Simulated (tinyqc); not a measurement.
Inside a calculation. Model: domain walls in a thin film with perpendicular anisotropy: Bloch, Neel and chiral walls, motion and stripe domains. Computed by tinyqc, a small Python program that keeps every step. Command: `OMP_NUM_THREADS=1 python tinyqc.py 3015148 3015149 out.jsonl mwall walk`. One thread of a shared host (Intel(R) Xeon(R) Processor @ 2.30GHz), about 0.01 s of CPU time with the checks. Intermediate numbers are printed to about 6 digits and carried at full precision; extremes and crossings named in words are read from the listed rows.

One-dimensional wall: polar angle theta(x), azimuth phi of the moment in the wall (phi = 0 Neel, 90 degrees Bloch). mu_0 = 1.25663706212e-6 T m/A, gamma = 1.76085963023e11 rad/(s T).

Inputs (values chosen for the exercise, for a model film):

| quantity | value | unit |
|---|---|---|
| saturation magnetisation M_s | 846 | kA/m |
| exchange stiffness A | 23 | pJ/m |
| uniaxial anisotropy K_u | 539 | kJ/m^3 |
| DMI constant D | 0.055 | mJ/m^2 |
| thickness t | 1.6 | nm |
| damping alpha | 0.014 | - |
| field mu_0 H_z | 4.3 | mT |

Drive: magnetic field.

## Width and energy of the Bloch wall

K_eff = K_u - mu_0 M_s^2/2; Delta = sqrt(A/K_eff); sigma_0 = 4 sqrt(A K_eff); profile theta = 2 arctan exp(x/Delta); quality factor Q = 2 K_u/(mu_0 M_s^2).

K_eff = 89.3024 kJ/m^3

width parameter Delta = 16.0484 nm

sigma_0 = 5.73265 mJ/m^2

quality factor Q = 1.19858

## Bloch or Neel

sigma(phi) = sigma_0 + 2 Delta K_D cos^2(phi) - pi D cos(phi), with the wall shape anisotropy K_D = N_x mu_0 M_s^2/2, N_x = t ln 2/(pi Delta). The minimum has cos(phi) = D/D_N for D < D_N = 4 Delta K_D/pi and phi = 0 beyond; sigma turns negative at D_c = (sigma_0 + 2 Delta K_D)/pi.

K_D = 9.89199 kJ/m^3

D_N = 0.202128 mJ/m^2

azimuth phi = 74.2104 degrees

wall energy sigma = 5.70914 mJ/m^2

D_c = 1.92582 mJ/m^2

A mixed wall, between Bloch and Neel. D is 0.03 of D_c.

## Walker breakdown

Field drive: steady motion v = gamma Delta B/alpha needs B = (alpha/2) [2 B_D sin(phi) - B_K sin(2 phi)] in size, B_K = 2 K_D/M_s, B_D = pi D/(2 M_s Delta), with phi moving from its rest value; the Walker field B_W is the largest value of |B_D sin(phi) - (B_K/2) sin(2 phi)| times alpha, reached at cos(phi) = [d - sqrt(d^2 + 8)]/4, d = B_D/B_K. Far above B_W/alpha, v = gamma Delta B alpha/(1 + alpha^2); this is used for all B above B_W.

B_K = 23.3853 mT

B_D = 6.36326 mT

Walker field B_W = 0.229454 mT

velocity at B_W = 46.3153 m/s

velocity at B = 0.170086 m/s

B is above B_W: the wall moment precesses, and the far-field formula is used. Without D, B_W would be alpha B_K/2 = 0.164 mT, so D raises it 1.4 times. Caution: below about 3 B_W/alpha the mean velocity lies above the far-field formula, by a factor of roughly 1 + (B_W/(alpha B))^2/2.

## Stripe domains

Dipolar length l = sigma/(mu_0 M_s^2); for t much smaller than the period the domain width is w = 0.955 t exp(pi l/t) (Kaplan and Gehring), given as log10 of w in nm.

dipolar length l = 6.34776 nm

log10 of the domain width in nm = 5.59708

Equilibrium domains are about 400000 nm wide.

## Raising D

The formulas are those given above.

Wall against D; the last column is the Kaplan-Gehring width, log10[0.955 t exp(pi sigma/(mu_0 M_s^2 t))/nm], with a dash where it falls below 10 Delta and the formula fails:

| D (mJ/m^2) | phi (degrees) | sigma (mJ/m^2) | sigma/sigma_0 | log10 domain width |
|---|---|---|---|---|
| 0.04 | 78.5861 | 5.72022 | 0.997831 | 5.60758 |
| 0.10 | 60.3476 | 5.65494 | 0.986444 | 5.54569 |
| 0.16 | 37.6668 | 5.53370 | 0.965296 | 5.43074 |
| 0.39 | 0.0000 | 4.82493 | 0.841658 | 4.75874 |
| 0.77 | 0.0000 | 3.63113 | 0.633411 | 3.62687 |
| 1.20 | 0.0000 | 2.28024 | 0.397764 | 2.34607 |
| 1.50 | 0.0000 | 1.33776 | 0.233359 | - |
| 1.70 | 0.0000 | 0.70944 | 0.123755 | - |

D_N is 10 % of D_c, so a small D fixes the chirality long before it lowers the energy much. Beyond D_N sigma falls by pi per unit of D, and the domain width, which has sigma in an exponent, drops by 3.3 decades over the valid rows (values above 6 mean a single domain in any device).

Checks made by the program: sigma_0 against the integral over the profile (relative difference below 1e-10); B_W against a scan of phi (relative difference below 1e-10).
